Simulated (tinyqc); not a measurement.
Inside a calculation. Method: Rayleigh-quotient iteration on a symmetric matrix. Computed by tinyqc, a small Python program that keeps every step. Settings: method = rayleigh, shift = -0.31. Command: `OMP_NUM_THREADS=1 python tinyqc.py 31509 31510 out.jsonl` (the two numbers bound the seeds that draw the settings). One thread of a shared host (Intel(R) Xeon(R) Processor @ 2.60GHz), about 0.01 s of CPU time with the checks.

A, lower triangle:
```
           1          2          3         4
1   1.871000
2  -0.222000   4.095000
3  -0.395000  -1.285000   5.270000
4   0.252000  -0.005000  -0.884000  5.292000
```

Stop when the residual |A v - lambda v| is below 1e-9.

Steps:

| step | lambda | residual |
|---|---|---|
| 1 | 2.24168560 | 8.30e-01 |
| 2 | 1.87660449 | 4.19e-01 |
| 3 | 1.75369234 | 4.04e-02 |
| 4 | 1.75259473 | 2.99e-05 |
| 5 | 1.75259473 | 1.22e-14 |

Can the last value be used, and what does the course show?

Yes. Converged in 5 steps. all eigenvalues, for comparison: 1.752595  3.232517  4.961821  6.581067.
